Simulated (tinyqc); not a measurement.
Coherent transport through a tight-binding region between two chains, step by step. Computed by tinyqc, a small Python program that keeps every step. Settings: temperature = 300, mu = 0.38. Command: `OMP_NUM_THREADS=1 python tinyqc.py 23485 23486 out.jsonl` (the two numbers bound the seeds that draw the settings). One thread of a shared host (Intel(R) Xeon(R) Processor @ 2.60GHz), about 0.08 s of CPU time with the checks.

## Transmission at E = 0.78 eV

H of the central region (eV):
```
[[0.00000, -0.55000, 0.00000, 0.00000, 0.00000, -0.55000],
 [-0.55000, 0.35000, -0.55000, 0.00000, 0.00000, 0.00000],
 [0.00000, -0.55000, 0.35000, -0.55000, 0.00000, 0.00000],
 [0.00000, 0.00000, -0.55000, 0.35000, -0.55000, 0.00000],
 [0.00000, 0.00000, 0.00000, -0.55000, 0.35000, -0.55000],
 [-0.55000, 0.00000, 0.00000, 0.00000, -0.55000, 0.00000]]
```

Leads: semi-infinite chains with site energy 0:
```
parameter                           value
lead hopping t (eV)              1.610000
coupling to the left lead (eV)   0.330000
coupling to the right lead (eV)  1.030000
left contact site                       1
right contact site                      2
```

E = 0.78000 eV

Surface Green function g = (E - i sqrt(4 t^2 - E^2)) / (2 t^2); self-energy tc^2 g on each contact site; G = (E - H - Sigma)^(-1); Gamma = -2 Im Sigma; T = Gamma_L Gamma_R |G_LR|^2; local density of states -Im G_ii / pi.

g = 0.15046-0.60262i 1/eV

G (1/eV):
```
[[3.71664-1.07396i, 0.27230+0.26341i, -3.54431+0.62795i, 2.49871-0.75435i, 1.59078-0.03818i, -3.74241+0.78420i],
 [0.27230+0.26341i, -0.68413-1.14109i, 0.55580+1.09278i, 0.24959+0.28673i, -0.75094-1.31696i, 0.33750+0.74288i],
 [-3.54431+0.62795i, 0.55580+1.09278i, 4.54133-1.81122i, -2.28811+0.32326i, -2.75244+1.55849i, 4.44002-1.54172i],
 [2.49871-0.75435i, 0.24959+0.28673i, -2.28811+0.32326i, 1.53929-0.53947i, 2.90285+0.09850i, -3.80879+0.46246i],
 [1.59078-0.03818i, -0.75094-1.31696i, -2.75244+1.55849i, 2.90285+0.09850i, 0.48294-1.63550i, -1.46224+1.18016i],
 [-3.74241+0.78420i, 0.33750+0.74288i, 4.44002-1.54172i, -3.80879+0.46246i, -1.46224+1.18016i, 4.95199-1.38513i]]
```

local density of states (1/eV): [0.34185, 0.36322, 0.57653, 0.17172, 0.52059, 0.44090]

transmission = 0.02409

## Transmission across the band

The same steps on a grid of energies.

T(E):
```
E (eV)            T
-3.0590000  0.00009
-2.7531000  0.00040
-2.4472000  0.00101
-2.1413000  0.00237
-1.8354000  0.00570
-1.5295000  0.01583
-1.2236000  0.06391
-0.9177000  0.59348
-0.6118000  0.03505
-0.3059000  0.19283
0.0000000   0.17186
0.3059000   0.15093
0.6118000   0.21876
0.9177000   0.05718
1.2236000   0.03670
1.5295000   0.07975
1.8354000   0.01972
2.1413000   0.00647
2.4472000   0.00237
2.7531000   0.00083
3.0590000   0.00018
```

levels of the isolated region (eV): [-0.91161, -0.34130, -0.27447, 0.70711, 0.85292, 1.36736]

## Current

I = (2e/h) int T(E) [f(E - mu - V/2) - f(E - mu + V/2)] dE at 300 K with mu = 0.38 eV, the bias not changing H; 2e^2/h = 77.48092 microsiemens; the integral runs over the band on 4001 points.

Current:
```
V (volt)  I (microampere)
0.01000           0.11985
0.05000           0.59959
0.10000           1.20142
0.20000           2.42145
0.40000           5.02735
0.80000          11.31232
```
